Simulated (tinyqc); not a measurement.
Lateral field, substrate current, probability of reaching the oxide barrier and hot-carrier lifetime of a silicon transistor (pseudo-two-dimensional and lucky-electron models): one step, computed by the program tinyqc.

Local-field models: a lucky carrier gains its energy at the peak field over a path free of collisions. Voltages are magnitudes.

Problem. Hot-carrier currents and lifetime. C_ox = 3.9 eps_0/t; F_sat = 2 v_s/mu; V_Dsat = V_ov F_sat L/(V_ov + F_sat L), V_ov = V_G - V_T; I_D/W = C_ox v_s (V_ov - V_Dsat). Scale length l = 0.22 t^(1/3) x_j^(1/2) (all in cm); F_m = sqrt(((V_D - V_Dsat)/l_e)^2 + F_sat^2), with l_e = l + L_n; length of the velocity-saturated region l_e ln((V_D - V_Dsat)/(l_e F_sat) + F_m/F_sat). Substrate current I_sub/I_D = (A_i/B_i)(V_D - V_Dsat) exp(-B_i/F_m); probability of reaching the oxide barrier exp(-phi_b/(e lambda F_m)); lifetime tau = (H/(I_D/W)) exp(phi_it/(e lambda F_m)).

Inputs (values chosen for the exercise, modelled on a silicon n-channel):
```
quantity,value,unit
channel length L,370,nm
oxide thickness t,6.9,nm
junction depth x_j,96,nm
mobility mu,360,cm^2/(V s)
saturation velocity v_s,0.86,1e7 cm/s
threshold voltage V_T,0.44,V
gate voltage V_G,1.2,V
drain voltage V_D,2.9,V
ionisation prefactor A_i,2e+06,1/cm
ionisation field B_i,1.65,MV/cm
hot-carrier mean free path lambda,7.4,nm
oxide barrier phi_b,3.1,eV
interface-trap threshold phi_it,3.6,eV
lifetime constant H,100,s microampere/micrometre
length of the depleted extension L_n,19,nm
```

Drain: lightly doped extension.

Constants: eps_0 = 8.8541878128e-12 F/m.

Give: I_sub/I_D; substrate current I_sub/W; probability of reaching phi_b; lifetime tau; exponent m = phi_it/(e lambda B_i).

Solution.

I_sub/I_D = 0.01233

substrate current I_sub/W = 1.212 microampere/micrometre

probability of reaching phi_b = 9.772e-07

lifetime tau = 9.696e+06 s

exponent m = phi_it/(e lambda B_i) = 2.948

Since both exponentials depend on 1/F_m, tau I_D scales about as (I_sub/I_D)^(-m) with m = 2.95, which lets I_sub serve as the monitor. The lifetime is 0.0307 times ten years (3.156e8 s).
